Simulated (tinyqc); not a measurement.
Octagonal on-chip spiral inductor, lumped pi model: one step of the calculation.

Outer diameter do = di + 2 n wd + 2 (n - 1) sp, mean da = (do + di)/2, fill p = (do - di)/(do + di), length l = 3.314 n da. L = 2.25 mu0 n^2 da/(1 + 3.55 p), mu0 = 4 pi 1e-7 H/m. Rs = rho l/(wd delta (1 - exp(-th/delta))), delta = sqrt(rho/(pi f mu0)). Cs = n wd^2 eps0 eo/hu across the coil. At each end Cox = l wd eps0 eo/(2 ho) leads to the substrate branch Rsi = 2 rs he/(l wd) in parallel with Csi = l wd eps0 11.7/(2 he). With one end grounded Y = 1/(Rs + i w L) + i w Cs + 1/[1/(i w Cox) + 1/(1/Rsi + i w Csi)], w = 2 pi f; Q = -Im Y/Re Y. Eddy currents in neighbouring turns and in the substrate are left out.

Question. Geometry and model elements. do, l, L, delta, Rs, Cs, Cox, Rsi and Csi as defined.

Parameters, values chosen for the exercise; values of the order met in silicon radio-frequency processes: number of turns n = 4.5; line width wd = 6 um; space between turns sp = 1.5 um; inner diameter di = 40 um; metal thickness th = 3 um; metal resistivity rho = 1.9 uohm cm; oxide below the coil ho = 3.5 um; oxide between coil and underpass hu = 1.2 um; relative permittivity of the oxide eo = 3.9; substrate resistivity rs = 10 ohm cm; effective spreading depth in the substrate he = 80 um; frequency f = 9.6 GHz.

Constants: eps0 = 8.8541878128e-12 F/m. Results are converted to the units shown.

Wanted: do; l; L; delta; Rs; Cs; Cox; Rsi; Csi.

Answer.

do = 104.5 um
l = 1077 um
L = 1.601 nH
delta = 0.7080 um
Rs = 4.890 ohm
Cs = 4.662 fF
Cox = 31.89 fF
Rsi = 2475 ohm
Csi = 4.186 fF

tinyqc, about 0.01 s, one thread, Intel Xeon 2.30GHz (shared host): `OMP_NUM_THREADS=1 python tinyqc.py 2302069 2302070 out.jsonl`
